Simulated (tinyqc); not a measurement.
Six-band hole subbands of a thin body in a field: sweeps and comparisons. A value that a table varies takes the place of the one given here.

Basis X, Y, Z times spin, hole energies counted downwards from the unstrained edge (the hydrostatic shift is left out), c = hbar^2/2m0. For a symmetric tensor T let C(T) have C_XX = L Txx + M (Tyy + Tzz), C_XY = N Txy (cyclic), L = c (g1 + 4 g2), M = c (g1 - 2 g2), N = 6 c g3. k = q + kz n, n the unit normal, q = k1 u + k2 v with u along the channel [1-10] and v = n x u. H = C(k k^T) + (Dso/3)(1 - L.sigma) - B + e F z with (L_k)_ij = -i epsilon_kij; B is the block C built from the traceless strain with 2b, -b and sqrt(3) d in place of L, M, N. Strain: exx = eyy = (s11 + s12) sx/2, ezz = s12 sx, exy = -s44 sx/4. Hard walls at z = 0 and t; basis sin(j pi z/t), j = 1 to Nz: kz^2 = (j pi/t)^2, kz = -i D with D_jl = 4 j l/(t (j^2 - l^2)), z_jj = t/2 and z_jl = -8 t j l/(pi (j^2 - l^2))^2 for j + l odd; 1 MV/cm = 0.01 eV/angstrom.

Nz = 14. E1 is the top subband at q = 0, gap the distance to the next pair, and the masses are c q^2/(E(q) - E1) at |q| = 0.02 1/angstrom (mean of the spin pair) along the channel [1-10] and across it in the plane; a dash marks a band that does not rise.

Constants: hbar^2/2m0 = 3.80998211 eV angstrom^2.

Values chosen for the exercise (near those of a p-type Si channel; the results hold for these values, not for the real material): g1 = 4.26 (Luttinger gamma1); g2 = 0.34 (gamma2); g3 = 1.44 (gamma3); Dso = 0.044 eV (spin-orbit splitting); b = -2.12 eV (tetragonal potential); d = -4.82 eV (trigonal potential); S = (7.64, -2.13, 12.57) 1/TPa (compliances s11, s12, s44); face = 110 (surface); t = 30 angstrom (body thickness); F = 0.2 MV/cm (field across the body); sx = 1 GPa (stress along the channel [1-10], negative in compression).

## Stress along the channel

Each row has its own sx.

Results:
```
sx (GPa)  E1 (meV)  gap (meV)  m channel  m across
-3.0         -57.6       39.7      0.114     0.279
-2.0         -21.2       39.8      0.114     0.279
-1.0          15.1       40.0      0.114     0.279
-0.5          33.3       40.1      0.114     0.279
0.0           51.3       40.3      0.114     0.279
0.5           69.2       40.6      0.115     0.279
1.0           87.0       41.1      0.116     0.279
```

Under 2 GPa of compression the channel mass stays at 0.114 m0, the mass across at 0.279; the gap to the next subband is 40, 40 and 41 meV at -2, 0 and +1 GPa. The lightest channel mass of the table, 0.114 m0, is at -3.0, -2.0, -1.0, -0.5 and 0.0 GPa. Compression changes the channel mass little here, since confinement on this face has already singled out the orbital that the stress favours.

## Surface orientation and number of bands

Three faces, six bands; and four bands, with Dso set to 1000 eV.

Results:
```
case           E1 (meV)  gap (meV)  m channel  m across
(001) 6 bands     172.9       52.4      2.096     0.182
(001) 4 bands     184.2       47.2      0.644     0.208
(110) 6 bands      87.0       41.1      0.116     0.279
(110) 4 bands     115.1      185.1      0.153     0.273
(111) 6 bands      78.6       62.2      0.667     0.153
(111) 4 bands      94.6      174.7      0.195     0.177
```

With six bands the top subband is shallowest on (111) (78.6 meV) and deepest on (001). Without the stress E1 would be 179.3, 51.3 and 87.0 meV, so the stress moves it by -6.4, 35.7 and -8.4 meV. The lightest channel mass is on (110) (0.116 m0). Dropping the split-off band moves E1 by 11.3, 28.1 and 16.0 meV and the gap by -5.3, 144.1 and 112.5 meV on the three faces, with Dso = 44 meV.

## What each parameter does

Six bands. Each row changes one parameter from the base and keeps the others.

Results:
```
case             E1 (meV)  gap (meV)  m channel (m0)  m across (m0)
base                 87.0       41.1           0.116          0.279
t = 40 angstrom      83.6       29.6           0.126          0.278
F = 0.5 MV/cm       119.0       55.0           0.116          0.279
sx = 0.5 GPa         69.2       40.6           0.115          0.279
g3 = 1.34           100.5       73.6           0.120          0.278
g2 = 0.39            89.3       47.0           0.116          0.286
Dso = 0.066 eV       91.1       43.3           0.118          0.279
d = -3.86 eV         81.9       41.0           0.115          0.279
```

The largest shifts from the base row, up to three for each result and ties (the steps differ in size, so this ranks the rows, not the parameters). E1 (meV): F +32.0, sx -17.7, g3 +13.5. gap (meV): g3 +32.6, F +13.9, t -11.5. m channel (m0): t +0.010, g3 +0.005, Dso +0.002; unchanged at the printed digits by F and g2. m across (m0): g2 +0.007, t -0.002, g3 -0.001; unchanged at the printed digits by F, sx, Dso and d.

Program tinyqc; command `OMP_NUM_THREADS=1 python tinyqc.py 1281680 1281681 out.jsonl`; about 0.4 s on one thread of a shared Intel(R) Xeon(R) Processor @ 2.30GHz.
